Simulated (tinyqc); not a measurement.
# Resistive memory cell, filament-gap model with Joule heating: several studies

A tunnelling gap g separates the tip of a filament from the electrode. I = I0 exp(-g/g0) sinh(Vd/V0), with Vd = V - I Rs on the device; T = T0 + Rth Vd I at once; the gap closes as dg/dt = -nu exp(-q Ea/(kB T)) sinh(al q Vd/(kB T)). All constants are fitting values of a compact model.

Values chosen for this exercise:
- T0 = 300 K (ambient temperature)
- I0 = 0.59 mA (current scale)
- g0 = 0.26 nm (tunnelling length)
- V0 = 0.44 V (voltage scale)
- nu = 1 m/s (attempt velocity)
- Ea = 0.95 eV (activation energy)
- al = 0.29 (barrier lowering per volt on the device)
- Rth = 1e5 K/W (thermal resistance)
- Rs = 500 ohm (series resistance)
- gi = 1.8 nm (gap at the start)
- gf = 0.5 nm (gap that counts as set)
- V = 2.58 V (pulse voltage)

Constants: q = 1.602176634e-19 C, kB = 1.380649e-23 J/K. Results are converted to the units shown.

Each table varies one quantity; the others keep the values above.

## The course of a set pulse

For each gap Vd is solved self-consistently; the time to reach g is the integral of dg/|dg/dt| from g to gi.

The course of a set pulse:
```
g (nm)  Vd (V)  I (uA)  T (K)  -dg/dt (nm/ns)  time (ns)
1.61     2.493   174.2  343.4        2.327e-4      837.3
1.43     2.429   301.3  373.2        2.420e-4       1594
1.24     2.330   499.5  416.4        2.398e-4       2378
1.06     2.205   750.5  465.5        2.166e-4       3161
0.87     2.042    1076  519.8        1.694e-4       4142
0.69     1.863    1433  567.1        1.144e-4       5425
0.5      1.654    1851  606.3        6.168e-5       7679
```

What does the comparison show?

As the gap closes from 1.61 to 0.5 nm, the current rises from 174 to 1850 uA, Vd falls from 2.49 to 1.65 V, T rises from 343 to 606 K and the rate goes from 2.33e-4 through a maximum of 2.42e-4 (at g = 1.43 nm among the rows listed) to 6.17e-5 nm/ns. Heating first speeds the set up, then the series resistance takes the voltage away and slows it. The first row takes 11 % of the whole time.

## Effect of the thermal resistance on the set time

Same model as above.

The set time is the integral of dg/|dg/dt| from gf to gi, with Vd solved for each gap; the second column repeats it with Rth = 0.

Result of one run:
```
Rth (K/W)  set time (s)  without heating (s)  higher T of the two ends (K)  I at gf (uA)
77000          1.696e-5              0.01282                         535.8          1851
```

What becomes of these results when the thermal resistance Rth is changed from 77000 to 3e5 K/W, all else the same?

Result of the changed run:
```
Rth (K/W)  set time (s)  without heating (s)  higher T of the two ends (K)  I at gf (uA)
3e5            5.613e-7              0.01282                          1219          1851
```

The whole series:
```
Rth (K/W)  set time (s)  without heating (s)  higher T of the two ends (K)  I at gf (uA)
5000           0.005844              0.01282                         315.3          1851
9900           0.002921              0.01282                         330.3          1851
20000          8.540e-4              0.01282                         361.3          1851
39000          1.470e-4              0.01282                         419.4          1851
77000          1.696e-5              0.01282                         535.8          1851
1.5e5          2.603e-6              0.01282                         759.4          1851
3e5            5.613e-7              0.01282                          1219          1851
```

As Rth goes from 5000 to 3e5 K/W, the set time falls from 0.00584 to 5.61e-7 s, a span of 4.0 decades; heating shortens it by a factor of 2.19 in the first row and 22800 in the last. At Rth = 3e5 K/W T passes 900 K, where the filament itself would change.

## Effect of the series resistance on the set time

Same model as above.

Effect of the series resistance on the set time:
```
Rs (ohm)  set time (s)  without heating (s)  higher T of the two ends (K)  I at gf (uA)
200           1.403e-6             8.224e-4                         937.9          3334
500           7.679e-6              0.01282                         606.3          1851
1000          1.866e-4               0.1303                         464.1          1139
2000           0.01356                1.537                         382.9         681.8
5000             4.179                46.91                         330.4         334.3
10000            188.7                649.3                         312.9         190.5
```

Read the table: what changes, and by how much?

As Rs goes from 200 to 10000 ohm, the set time rises from 1.40e-6 to 189 s, a span of 8.1 decades; heating shortens it by a factor of 586 in the first row and 3.44 in the last. At Rs = 200 ohm T passes 900 K, where the filament itself would change.

Computed by the program tinyqc: `OMP_NUM_THREADS=1 python tinyqc.py 2880024 2880025 out.jsonl`, one thread of a shared Intel Xeon 2.30GHz, about 0.06 s for the whole run.
